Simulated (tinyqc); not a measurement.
Valence-band offset from core levels (Kraut method), with the dipole against the affinity rule: one step of the calculation.

Binding energies are counted downwards from the Fermi level. dEv > 0 means that the valence edge of B lies below that of A, dEc > 0 that the conduction edge of B lies above that of A; dEc + dEv = EgB - EgA. The spectra are made-up values treated as data.

Task. Interface dipole. The affinity rule gives dEc(0) = chiA - chiB; the dipole step is D = dEc - dEc(0), and two sheets of opposite charge dd apart hold N = eps0 ei |D|/(q dd).

Values chosen for this exercise; gaps and affinities close to those of gallium nitride (A) and aluminium oxide (B):
- chiA = 4.04 eV (electron affinity of A)
- chiB = 0.99 eV (electron affinity of B)
- ei = 9.2 (relative permittivity inside the dipole layer)
- dd = 0.27 nm (thickness of the dipole layer)

Constants: q = 1.602176634e-19 C, eps0 = 8.8541878128e-14 F/cm where lengths are in cm. Results are converted to the units shown.

dEc = 2.6412148 eV

Give: dEc(0); D; N; field in the dipole layer.

Result.

dEc(0) = 3.050 eV
D = -0.4088 eV
N = 7.698e13 cm^-2
field in the dipole layer = 15.14 MV/cm

N is 0.11 elementary charges for each of about 7e14 surface atoms per cm^2.

Program tinyqc, `OMP_NUM_THREADS=1 python tinyqc.py 2410075 2410076 out.jsonl`; Intel Xeon 2.30GHz, shared host, one thread, about 0.01 s.
